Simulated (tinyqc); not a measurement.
An infinitely deep well in a field (quantum-confined Stark shift), Airy functions: one step of the calculation.

Hard walls at x = -L/2 and +L/2; between them U(x) = -F x (eV, zero at the centre). C = hbar^2/(2 m0), e = (C F^2/m1)^(1/3), z1 = (F L/2 - E)/e at the left wall and z2 = (-F L/2 - E)/e at the right wall. Levels are the roots of D(E) = Ai(z1) Bi(z2) - Ai(z2) Bi(z1).

Question. Stark shift. Exact shift E_n(F) - E_n(0), and the mean position <x> = -dE_n/dF. E_n(0) = C (n pi/L)^2/m1; second-order shift m1 F^2 L^4 (1 - 15/(pi n)^2)/(48 C pi^2 n^2).

Parameters, values chosen for the exercise: mass m1 = 0.084 m0; well width L = 6.2 nm; field F = 0.036 V/nm; level sought n = 1.

Constants: q = 1.602176634e-19 C, hbar = 1.054571817e-34 J s, m0 = 9.1093837015e-31 kg, hbar^2/(2 m0) = 0.0380998212 eV nm^2. Results are converted to the units shown.

Wanted: E_n; shift; <x>.

Answer.

E_n = 0.1119 eV
shift = -4.600 meV
<x> = 0.2537 nm

Computed by the program tinyqc: `OMP_NUM_THREADS=1 python tinyqc.py 2580031 2580032 out.jsonl`, one thread of a shared Intel Xeon 2.30GHz, about 0.02 s for the whole run.
